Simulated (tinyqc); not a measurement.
# Crystallisation kinetics and data retention of a phase-change cell: two studies

Johnson-Mehl-Avrami-Kolmogorov law X = 1 - exp(-y^n), y = integral of k dt, k = (1/100 s) exp[-(Ec q/kB)(1/T - 1/T1)].

Parameters, values chosen for the exercise; values of the order of Ge-Sb-Te and related chalcogenides: activation energy of crystallisation Ec = 2.94 eV; temperature at which the rate k is 1/(100 s) T1 = 447 K; Avrami exponent n = 3; crystalline share at which the state is lost Xf = 0.2; storage temperature T = 386 K.

Constants: q = 1.602176634e-19 C, kB = 1.380649e-23 J/K. Results are converted to the units shown.

Each table varies one quantity; the others keep the values above.

## Kissinger analysis

Tp is the temperature of the largest dX/dt on a ramp of rate b (b in K/min in the logarithm).

Result of one run:
```
b (K/min)  Tp (K)  q/kB Tp (1/eV)  ln(b/Tp^2)  X at the peak
50          462.8           25.07      -8.363         0.6289
```

What becomes of these results when the heating rate b is changed from 50 to 1 K/min, all else the same?

Result of the changed run:
```
b (K/min)  Tp (K)  q/kB Tp (1/eV)  ln(b/Tp^2)  X at the peak
1           440.1           26.37      -12.17         0.6291
```

The whole series:
```
b (K/min)  Tp (K)  q/kB Tp (1/eV)  ln(b/Tp^2)  X at the peak
0.5         436.3           26.60      -12.85         0.6291
1           440.1           26.37      -12.17         0.6291
2           443.9           26.14      -11.50         0.6290
5           449.2           25.84      -10.61         0.6290
10          453.2           25.61      -9.930         0.6290
20          457.3           25.38      -9.255         0.6289
50          462.8           25.07      -8.363         0.6289
100         467.1           24.84      -7.688         0.6289
```

Tp rises from 436 to 467 K. The slope of ln(b/Tp^2) against q/kB Tp between the end rows is -2.939 eV, against Ec = 2.94 eV, and X at the peak stays near 1 - 1/e = 0.632 (0.629 to 0.629).

## Effect of the activation energy at a fixed measured point

Same model as above.

At fixed T the state fails at t = (-ln(1 - Xf))^(1/n)/k; ten years are 3.15576e8 s. k at T1 is held.

Effect of the activation energy at a fixed measured point:
```
Ec (eV)  temperature for ten years (K)  time to fail at T (years)
1.5                              319.9                   9.044e-4
1.8                              335.9                   0.003097
2.1                              348.2                    0.01060
2.4                              358.1                    0.03630
2.7                              366.2                     0.1243
3                                372.9                     0.4256
3.3                              378.6                      1.457
3.6                              383.5                      4.989
```

What does the table show?

The ten-year temperature rises from 320 to 384 K, and the projected life at 386 K spans 3.74 decades: an error of 0.1 eV changes it by a factor of 1.51.

Range of the model: One Arrhenius rate is assumed; incubation, growth from the boundary and the non-Arrhenius kinetics of the supercooled liquid are left out.

Computed by the program tinyqc: `OMP_NUM_THREADS=1 python tinyqc.py 2490140 2490141 out.jsonl`, one thread of a shared Intel Xeon 2.30GHz, about 0.04 s for the whole run.
